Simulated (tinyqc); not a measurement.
# Changing the dissolved hydrogen [H2]

Model: hydrogen passivation and dissociation of interface defects with a spread of activation energies. Computed by tinyqc, a small Python program. Command: `OMP_NUM_THREADS=1 python tinyqc.py 3030495 3030496 out.jsonl passivation sweep`. One thread of a shared host (Intel(R) Xeon(R) Processor @ 2.30GHz), about 0.02 s of CPU time with the checks.

Active defects P react as P + H2 -> HP + H and HP -> P + H; released atomic hydrogen is removed. All defects start active. Activation energies are normally distributed, independently for the two reactions.

Inputs (values chosen for the exercise, for a model interface):
```
quantity                        value    unit
defect density N_0            4.7e+12   cm^-2
mean passivation energy E_f      1.55      eV
spread s_f                      0.031      eV
prefactor k_f0                  5e-08  cm^3/s
mean dissociation energy E_d     2.66      eV
spread s_d                      0.062      eV
prefactor k_d0                5.4e+12     1/s
anneal temperature T              500       K
anneal time t                     120       s
```

Ambient: hydrogen.

Constants: k_B = 8.617333262e-05 eV/K.

Method. a = k_f0 [H2] exp(-E_f/k_B T), b = k_d0 exp(-E_d/k_B T); the active share of one kind of site is b/(a + b) + (a/(a + b)) exp(-(a + b) t). Full average: z from -5 to 5 in steps of 0.125 with normalised weights exp(-z^2/2), energy = mean + spread x z, over both energies.

One run for each value:
```
dissolved hydrogen [H2] (cm^-3)  active share  active share, single energy  steady active share, single energy
1.00e+14                              1.00000                      1.00000                          7.0002e-06
4.00e+14                              1.00000                      1.00000                          1.7501e-06
2.00e+15                              1.00000                      1.00000                          3.5001e-07
7.00e+15                              0.99999                      0.99999                          1.0000e-07
3.00e+16                              0.99994                      0.99996                          2.3334e-08
1.00e+17                              0.99981                      0.99986                          7.0003e-09
6.00e+17                              0.99889                      0.99914                          1.1667e-09
2.00e+18                              0.99631                      0.99715                          3.5001e-10
1.00e+19                              0.98178                      0.98582                          7.0003e-11
```

Describe and explain the trends.

Over the rows, active share falls from 1.0000 to 0.9818; active share, single energy falls from 1.0000 to 0.9858; steady active share, single energy falls from 7.00e-6 to 7.00e-11 (exponent d ln y / d ln x about -1.00 throughout). The exponent of steady active share, single energy stays at -1: the exponent of the steady state b/(a + b) with a >> b.
